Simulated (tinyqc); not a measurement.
# Worked calculation: metal-interlayer-semiconductor contact, depinning against tunnelling resistance

tinyqc, about 0.03 s, one thread, Intel Xeon 2.30GHz (shared host): `OMP_NUM_THREADS=1 python tinyqc.py 2270118 2270119 out.jsonl` Printed values are rounded.

Zero bias, n-type semiconductor. Gap states at the semiconductor surface thin out as exp(-be ti), which unpins the barrier; electrons must then cross the interlayer (a rectangular barrier, no voltage drop across it) and the parabolic depleted layer, both by WKB. Energies E are counted from the Fermi level; no image force, parabolic bands.

Values chosen for this exercise; semiconductor values close to those of gallium arsenide; interlayer mass of the order of that in zinc oxide, offset chosen freely: temperature T = 300 K; band gap Eg = 1.47 eV; relative permittivity eps_r = 12.8; electron affinity chi = 3.97 eV; conduction-band density of states at T Nc = 4.4e17 cm^-3; tunnelling mass in the semiconductor mt = 0.0695 m0; Richardson mass mA = 0.0694 m0; donor density Nd = 1.3e19 cm^-3; charge-neutrality level above the valence band E0 = 0.49 eV; pinning factor without interlayer S0 = 0.1; metal work function phiM = 4.48 eV; interlayer thickness ti = 0.5 nm; conduction-band offset of the interlayer above the semiconductor dE = 0.1 eV; tunnelling mass in the interlayer mi = 0.29 m0; decay constant of gap states through the interlayer be = 4.8 1/nm.

Constants: q = 1.602176634e-19 C, kB = 1.380649e-23 J/K, eps0 = 8.8541878128e-12 F/m, hbar = 1.054571817e-34 J s, h = 6.62607015e-34 J s, m0 = 9.1093837015e-31 kg, Vt = kB T/q, hbar^2/(2 m0) = 0.0380998212 eV nm^2. Results are converted to the units shown.

Range of the model: The Fermi level lies over 0.25 eV inside the band, where non-parabolicity lowers it and raises the mass.

## Pinning, barrier and scales

S = 1/(1 + (1/S0 - 1) exp(-be ti)); phiB = S (phiM - chi) + (1 - S)(Eg - E0); xi = Ec - EF deep inside, from Nd = Nc F(-xi/Vt), F(x) = (2/sqrt(pi)) int_0^infinity sqrt(u) du/(1 + exp(u - x)); band bending U = phiB - xi; E00 = (hbar/2) sqrt(Nd/(eps0 eps_r mt m0)) in volts; A = 4 pi q mA m0 kB^2/h^3.

S = 0.550521
phiB = 0.721255 eV
xi = -0.296845 eV
U = 1.01810 eV
E00 = 0.0709744 eV
A = 8.34002 A/(cm^2 K^2)

The interlayer moves the barrier from 0.933 eV to 0.721 eV; the unpinned limit is phiM - chi = 0.510 eV. E00/Vt = 2.75: by the usual rule of thumb (0.5 to 5) thermionic-field emission.

## Exponents and integrand on an energy grid

E, point 0 to 12 (eV): -0.29  -0.225  -0.16  -0.095  -0.03  0.035  0.1  0.165  0.23  0.295  0.36  0.425  0.49

With U = phiB - xi: for xi < E < phiB, y = (E - xi)/U and G1 = (U/E00) [sqrt(1 - y) - y ln((1 + sqrt(1 - y))/sqrt(y))], G1 = 0 above phiB; G2 = 2 ti sqrt(mi max(phiB + dE - E, 0)/C), C = hbar^2/(2 m0); f = 1/(1 + exp(E/Vt)); integrand exp(-G1 - G2) f.

```
point       G1       G2           f  integrand (1e-5)
0      13.9884  2.90834    0.999987           0.00459
1      11.8041  2.82200    0.999834           0.04445
2      10.1430  2.73293    0.997952           0.25537
3       8.7247  2.64086    0.975272           1.13012
4       7.4738  2.54547    0.761415           3.39092
5       6.3539  2.44635    0.205240           3.09301
6       5.3438  2.34305   0.0204688           0.93918
7       4.4301  2.23498  0.00168806           0.21518
8       3.6038  2.12141  1.36808e-4           0.04464
9       2.8590  2.00141  1.10717e-5           0.00858
10      2.1922  1.87373  8.95913e-7           0.00154
11      1.6015  1.73670  7.24960e-8           0.00026
12      1.0875  1.58788  5.86627e-9           0.00004
```

## Contact resistivity

1/rho_c = (A T^2/Vt^2) I, with I the trapezoid sum of the integrand over the grid.

I = 5.93161e-6 eV
rho_c = 1.5011e-4 ohm cm^2

A fine grid from xi upwards gives rho_c = 1.498e-4 ohm cm^2; the coarse value is 0.19 % above it. The integrand peaks at E = -0.0013 eV, and under 0.001 % of the current flows above phiB. Tunnelling through the interlayer costs a factor of 12.2 at this barrier height; the bare contact (ti = 0) has rho_c = 1.59e-4 ohm cm^2, so with the interlayer rho_c is 5.6 % below that.
